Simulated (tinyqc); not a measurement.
## True capacitance, leakage and series resistance from two frequencies

Problem. A capacitance C in parallel with G and in series with Rs is measured as Cp and D = Gp/(w Cp) at two frequencies. The series reading Cs = Cp (1 + D^2) equals C + G^2/(w^2 C), and Re Z = D/(w Cp (1 + D^2)) = Rs + G/(G^2 + w^2 C^2). Find C, G and Rs.

f (Hz): 1e6  1e7
Cp (pF): 6.62239576  6.49334397
D: 4.53162028  0.602424497

Solution. w^2 Cs = w^2 C + G^2/C is a straight line in w^2 with slope C; the intercept gives G, and the real part then gives Rs.

C = 7.50 pF
G = 200 uS
Rs = 320 ohm

Numbers from tinyqc (`OMP_NUM_THREADS=1 python tinyqc.py 2022183 2022184 out.jsonl`; about 0.01 s on one thread of a shared Intel Xeon 2.30GHz).
